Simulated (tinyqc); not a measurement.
# Thin-film transistor with exponential tail and deep states, accumulation layer: two studies

An undoped film in accumulation, thicker than the space-charge layer. With band bending psi the Fermi level lies E0 - psi below the band edge. Free electrons n = n0 exp(psi/Vt) carry the current; electrons in two exponential distributions of traps, a = a0 exp(psi/Va) and d = d0 exp(psi/Vp), do not. Linear regime, ohmic contacts, traps in equilibrium.

Values chosen for this exercise; values close to those of an organic semiconductor: temperature T = 290 K; relative permittivity of the semiconductor eps_r = 3.2; density of extended states Nc = 1e20 cm^-3; band mobility mb = 3.4 cm^2/(V s); total density of tail states Nt = 1.1e20 cm^-3; characteristic temperature of the tail Tt = 470 K; total density of deep states Nd = 3.6e17 cm^-3; characteristic temperature of the deep states Td = 1230 K; bulk Fermi level below the band edge E0 = 0.43 eV; gate capacitance Ci = 17 nF/cm^2; ratio W/L WL = 5; drain voltage Vd = 0.05 V; gate voltage above flat band Vg = 23 V.

Constants: q = 1.602176634e-19 C, kB = 1.380649e-23 J/K, Vt = kB T/q, eps0 = 8.8541878128e-14 F/cm where lengths are in cm. Results are converted to the units shown.

Each table varies one quantity; the others keep the values above.

## Effect of the total density of tail states

Va = kB Tt/q, Vp = kB Td/q; n0 = Nc exp(-E0/Vt), a0 = Nt th(T/Tt) exp(-E0/Va), d0 = Nd th(T/Td) exp(-E0/Vp), th(x) = pi x/sin(pi x). G(psi) = sum over the three kinds of c0 [V (exp(psi/V) - 1) - psi], field F = sqrt(2 q G/(eps0 eps_r)); Vg = psi + eps0 eps_r F/Ci at the surface. Total charge Q = Ci (Vg - psi_s); free charge Qf = q times the integral of n0 (exp(psi/Vt) - 1)/F over psi from 0 to psi_s; I = (W/L) mb Qf Vd; effective mobility mb Qf/Q.

Effect of the total density of tail states:
```
Nt (cm^-3)  E0 - psi_s (eV)  Q (nC/cm^2)  free share (%)  effective mobility (cm^2/(V s))  I (nA)
3.7e18              0.01492        383.9           74.45                            2.531   243.0
8.5e18              0.01939        384.0           59.47                            2.022   194.1
1.9e19              0.02835        384.2           39.24                            1.334   128.1
4.5e19              0.04616        384.5           18.21                           0.6193   59.52
1e20                0.07071        384.9           6.625                           0.2252   21.67
2.4e20               0.1030        385.4           1.800                          0.06119   5.896
5.5e20               0.1355        386.0          0.4894                          0.01664   1.606
```

As Nt goes from 3.7e18 to 5.5e20 cm^-3, the free share falls from 74.4 to 0.489 %, the distance of the Fermi level from the edge rises from 0.0149 to 0.136 eV and the current falls from 243 to 1.61 nA. Q varies by only 0.53 %: the gate sets the charge, the traps decide how much of it moves. For Nt = 3.7e18 to 4.5e19 cm^-3 the surface Fermi level is within 2 Vt of the band edge, where the exponential forms fail. For Nt = 3.7e18 to 2.4e20 cm^-3 the th form, which assumes a Fermi level far below the edge, overcounts the filled tail at the surface by more than 15 %.

## Effect of the total density of deep states

Same model as above.

Result of one run:
```
Nd (cm^-3)  E0 - psi_s (eV)  Q (nC/cm^2)  free share (%)  effective mobility (cm^2/(V s))  I (nA)
3.6e16              0.07366        384.9           5.905                           0.2008   19.32
```

What becomes of these results when the total density of deep states Nd is changed from 3.6e16 to 3e18 cm^-3, all else the same?

Result of the changed run:
```
Nd (cm^-3)  E0 - psi_s (eV)  Q (nC/cm^2)  free share (%)  effective mobility (cm^2/(V s))  I (nA)
3e18                0.07713        385.0           4.954                           0.1684   16.21
```

The whole series:
```
Nd (cm^-3)  E0 - psi_s (eV)  Q (nC/cm^2)  free share (%)  effective mobility (cm^2/(V s))  I (nA)
3.6e16              0.07366        384.9           5.905                           0.2008   19.32
8.7e16              0.07372        384.9           5.886                           0.2001   19.26
2.1e17              0.07386        384.9           5.842                           0.1986   19.11
5.1e17              0.07421        385.0           5.736                           0.1950   18.77
1.2e18              0.07501        385.0           5.503                           0.1871   18.01
3e18                0.07713        385.0           4.954                           0.1684   16.21
7.2e18              0.08213        385.1           3.910                           0.1329   12.80
```

As Nd goes from 3.6e16 to 7.2e18 cm^-3, the free share falls from 5.90 to 3.91 %, the distance of the Fermi level from the edge rises from 0.0737 to 0.0821 eV and the current falls from 19.3 to 12.8 nA. Q varies by only 0.037 %: the gate sets the charge, the traps decide how much of it moves. In every row the th form, which assumes a Fermi level far below the edge, overcounts the filled tail at the surface by more than 15 %.

Program tinyqc, `OMP_NUM_THREADS=1 python tinyqc.py 2610004 2610005 out.jsonl`; Intel Xeon 2.30GHz, shared host, one thread, about 0.01 s.
